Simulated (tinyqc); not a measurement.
Capacitance of parallel on-chip lines from Laplace's equation on a mesh: one step of the calculation.

Cross-section of an endless row of equal lines between two grounded planes; neighbours are driven in antiphase (+1 V and -1 V), so the plane midway between two lines is at 0 V. By symmetry one quarter is solved: x runs from the centre of a line (column 0, mirror) to that midplane (column 4, 0 V), y from the mid-height of the line (row 0, mirror) to the ground plane (row 5, 0 V). The line fills columns 0 to 1 and rows 0 to 2 at 1 V. Cells beside the line (below row 2) have e2, cells above have e1. Each link between nodes has the conductance g = mean permittivity of the two cells beside it (a cell beyond a mirror counts as 0), and the free nodes obey sum g (V_neighbour - V) = 0.

Question. Relaxation sweep. One sweep visits the free nodes row by row from row 0, left to right, and replaces V by V + om (weighted mean of the neighbours - V), using new values at once.

Values chosen for this exercise: over-relaxation factor om = 1.2.

V at the start (V):
```
       col 0  col 1  col 2  col 3  col 4
row 0      1      1      0      0      0
row 1      1      1      0      0      0
row 2      1      1      0      0      0
row 3      0      0      0      0      0
row 4      0      0      0      0      0
row 5      0      0      0      0      0
```

gx:
```
       col 0  col 1  col 2  col 3
row 0   1.35   1.35   1.35   1.35
row 1    2.7    2.7    2.7    2.7
row 2   2.55   2.55   2.55   2.55
row 3    2.4    2.4    2.4    2.4
row 4    2.4    2.4    2.4    2.4
row 5    1.2    1.2    1.2    1.2
```

gy:
```
       col 0  col 1  col 2  col 3  col 4
row 0   1.35    2.7    2.7    2.7   1.35
row 1   1.35    2.7    2.7    2.7   1.35
row 2    1.2    2.4    2.4    2.4    1.2
row 3    1.2    2.4    2.4    2.4    1.2
row 4    1.2    2.4    2.4    2.4    1.2
```

Wanted: V after sweep 1.

Answer.

V after sweep 1 (V):
```
        col 0   col 1   col 2   col 3   col 4
row 0  1.0000  1.0000  0.3000  0.0900  0.0000
row 1  1.0000  1.0000  0.3900  0.1440  0.0000
row 2  1.0000  1.0000  0.4239  0.1729  0.0000
row 3  0.3000  0.3900  0.2442  0.1251  0.0000
row 4  0.0900  0.1440  0.1164  0.0725  0.0000
row 5  0.0000  0.0000  0.0000  0.0000  0.0000
```

Program tinyqc, `OMP_NUM_THREADS=1 python tinyqc.py 2790156 2790157 out.jsonl`; Intel Xeon 2.30GHz, shared host, one thread, about 1 s.
